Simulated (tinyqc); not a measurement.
MOS capacitor on a p-type substrate, surface potential from the exact charge relation: effect of the temperature on threshold and swing.

Uniform p-type substrate, Boltzmann statistics, full ionisation, classical densities. psi is the surface potential against the body (positive when the bands bend down) and u = psi/Vt. Traps are spread evenly over the gap and neutral at flat band, so their charge is -q Dit psi; the minority quasi-Fermi level is shifted by Vb.

Nc and Nv are given at 293 K and scale as (T/293 K)^1.5; Eg is held fixed. ni = sqrt(Nc Nv) exp(-Eg/(2 Vt)), Eg in volts; phiF = Vt ln(N/ni); Cox = eps0 eox/tox; Vfb = phiM - chi - (Eg - Vt ln(Nv/N)) - q Nf/Cox; VT = Vfb + [(2 phiF + Vb)(1 + q Dit/Cox) + sqrt(2 eps0 eps_r q N (2 phiF + Vb))/Cox]. gamma = sqrt(2 eps0 eps_r q N)/Cox; Wm = sqrt(2 eps0 eps_r (2 phiF + Vb)/(q N)); m = 1 + (eps0 eps_r/Wm + q Dit)/Cox; swing m Vt ln 10; Cmin/Cox = 1/(1 + Cox Wm/(eps0 eps_r)).

Parameters, values chosen for the exercise; band and dielectric values close to those of In0.53Ga0.47As:
- Eg = 0.735 eV (band gap)
- eps_r = 14.1 (relative permittivity)
- Nc = 2e17 cm^-3 (conduction-band density of states at the reference temperature)
- Nv = 7.44e18 cm^-3 (valence-band density of states at the reference temperature)
- chi = 4.45 eV (electron affinity)
- N = 8.5e16 cm^-3 (acceptor density of the substrate)
- eox = 9.06 (relative permittivity of the gate insulator (close to aluminium oxide))
- tox = 5.6 nm (insulator thickness)
- phiM = 4.81 eV (gate work function)
- Nf = -2.3e10 cm^-2 (fixed charge at the interface, in units of q)
- Dit = 0 cm^-2 eV^-1 (density of interface traps)
- Vb = 0.7 V (reverse bias of the inversion layer against the body)

Constants: q = 1.602176634e-19 C, kB = 1.380649e-23 J/K, Vt = kB T/q, eps0 = 8.8541878128e-14 F/cm where lengths are in cm. Results are converted to the units shown.

The same in every row: gamma (V^0.5) = 0.1287.

Results:

| T (K) | Vfb (V) | 2 phiF (V) | VT (V) | Wm (nm) | m | swing (mV/decade) | Cmin/Cox |
|---|---|---|---|---|---|---|---|
| 200 | -0.3052 | 0.6629 | 1.208 | 158.1 | 1.055 | 41.87 | 0.05225 |
| 280 | -0.2662 | 0.6097 | 1.191 | 155.0 | 1.056 | 58.68 | 0.05325 |
| 320 | -0.2455 | 0.5808 | 1.181 | 153.2 | 1.057 | 67.11 | 0.05381 |
| 360 | -0.2241 | 0.5506 | 1.170 | 151.4 | 1.058 | 75.54 | 0.05442 |
| 400 | -0.2022 | 0.5192 | 1.159 | 149.5 | 1.058 | 84.00 | 0.05508 |
| 440 | -0.1797 | 0.4867 | 1.147 | 147.5 | 1.059 | 92.46 | 0.05579 |

Estimate the missing row, T = 240 K.

Computed row:

| T (K) | Vfb (V) | 2 phiF (V) | VT (V) | Wm (nm) | m | swing (mV/decade) | Cmin/Cox |
|---|---|---|---|---|---|---|---|
| 240 | -0.2861 | 0.6372 | 1.200 | 156.6 | 1.056 | 50.27 | 0.05273 |

With this row back in the table: As T goes from 200 to 440, VT falls from 1.21 to 1.15 V, the swing rises from 41.9 to 92.5 mV/decade and Cmin/Cox rises from 0.0523 to 0.0558. Of the change of VT by -0.0607 V, 0.125 V comes from Vfb and -0.186 V from the band bending and the charge it takes. VT changes by -0.253 mV/K on average.

Numbers from tinyqc (`OMP_NUM_THREADS=1 python tinyqc.py 2060044 2060045 out.jsonl`; about 0.01 s on one thread of a shared Intel Xeon 2.30GHz).
